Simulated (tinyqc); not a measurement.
# Worked calculation: ellipsometry and reflectance of a transparent film on an absorbing substrate

Computed by the program tinyqc: `OMP_NUM_THREADS=1 python tinyqc.py 2870165 2870166 out.jsonl`, one thread of a shared Intel Xeon 2.30GHz, about 0.3 s for the whole run. Printed values are rounded.

Air (index 1), film, substrate with N2 = n2 - i k2; time factor exp(+i w t). q_j = sqrt(N_j^2 - sin^2 th), root with positive real part. Fresnel coefficients r_s = (q_a - q_b)/(q_a + q_b), r_p = (N_b^2 q_a - N_a^2 q_b)/(N_b^2 q_a + N_a^2 q_b). tan(Psi) exp(i Delta) = R_p/R_s, Delta taken from 0 to 360 degrees.

Parameters, values chosen for the exercise; indices close to those of silicon dioxide on silicon: wavelength lam = 632.8 nm; angle of incidence th = 75 degrees; index of the transparent film n1 = 1.451; film thickness d = 55 nm; index of the substrate n2 = 3.882; extinction coefficient of the substrate k2 = 0.019.

## Interface coefficients and thickness period

q0, q1, q2 and the coefficients r01 and r12 for p and s; the results repeat in d with the period lam/(2 q1).

q0 = 0.258819
q1 = 1.08277
q2 = 3.75991-0.01962i
r01,p = -0.330439
r01,s = -0.614160
r12,p = 0.346682-0.002011i
r12,s = -0.552830+0.001811i
period = 292.214 nm

## Psi, Delta and reflectances

beta = 2 pi d q1/lam, X = exp(-2 i beta), R = (r01 + r12 X)/(1 + r01 r12 X) for p and s.

beta = 0.591305 rad
X = 0.378510-0.925597i
R_p = -0.244352-0.308881i
R_s = -0.793822+0.232889i
Psi = 25.4580 degrees
Delta = 68.0034 degrees
|R_p|^2 = 0.155116
|R_s|^2 = 0.684391

The bare substrate gives Psi = 1.215 and Delta = 172.94 degrees.
